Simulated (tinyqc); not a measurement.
Do the excited 1s states matter for ionisation? Model: valley-orbit splitting of a donor ground state, with strain. Computed by tinyqc, a small Python program. Command: `OMP_NUM_THREADS=1 python tinyqc.py 3024967 3024968 out.jsonl valleyorbit walk`. One thread of a shared host (Intel(R) Xeon(R) Processor @ 2.30GHz), about 0.01 s of CPU time with the checks.

The basis is the 1s envelope in each valley; energies are counted from the unstrained conduction-band edge. The strain is e_s (a a^T - 1/3) for the unit stress axis a, so valley j along n_j moves by Xi_u e_s w_j with w_j = (n_j.a)^2 - 1/3: -1/3 for x and y, +2/3 for z.

Inputs (values chosen for the exercise, modelled on donors in silicon): single-valley binding energy E_0 = 30.4 meV; central-cell shift Lambda = 2.08 meV; coupling Delta_1 = 4.16 meV; coupling Delta_2 = 3.1 meV; shear deformation potential Xi_u = 8.51 eV; donor density N_D = 8.2e+15 cm^-3; density-of-states mass of one valley m_e = 0.323 m_0.

Valleys: six along <100>. Stress axis: [001].

Constants: k_B = 8.617333262e-05 eV/K; m_0 = 9.1093837015e-31 kg; k_B = 1.380649e-23 J/K; h = 6.62607015e-34 J s.

Method:
- By symmetry: E(A1) = E_0 + Lambda + 4 Delta_1 + Delta_2 (one state), E(T2) = E_0 + Lambda - Delta_2 (three), E(E) = E_0 + Lambda - 2 Delta_1 + Delta_2 (two), as binding energies.
- H_jj = -(E_0 + Lambda) + Xi_u e_s w_j; H_jk = -Delta_2 between opposite valleys and -Delta_1 between perpendicular ones.
- z = sum over levels of exp(-(E - E_ground)/k_B T), the ground-state share being 1/z; N_c = 2 (2 pi m_e k_B T/h^2)^(3/2) sum_j exp(-(shift_j - lowest shift)/k_B T); n1 = N_c/(2 z) exp(-binding/k_B T), binding = lowest shift - E_ground; without compensation n = 2 N_D/(1 + sqrt(1 + 4 N_D/n1)) (Boltzmann statistics; p and higher states left out).
- No strain here. The last two columns set z = 1, with the A1 depth, or use one level at E_0 with z equal to the number of valleys.

E(A1) = 52.22 meV

Ionised share:
```
T (K)       z  all 1s states  ground state alone  no splitting
30     1.0006     2.9982e-04          2.9991e-04       0.00830
50     1.0211     2.4438e-02          2.4690e-02       0.12042
76     1.1360     2.2476e-01          2.3757e-01       0.43980
110    1.4133     6.2995e-01          6.8783e-01       0.76696
150    1.8026     8.6992e-01          9.1939e-01       0.91201
240    2.5925     9.7450e-01          9.8985e-01       0.97925
400    3.5160     9.9391e-01          9.9825e-01       0.99448
```

What follows from these numbers?

z grows from 1.001 to 3.52 of at most 6. Leaving out the excited states overstates the ionised share by up to 9.2 % (at 110 K); ignoring the splitting misses by a factor 27.7 at the lowest T and 1.00 at the highest.

Extremes, crossings and ranges named in words are read from the listed rows.
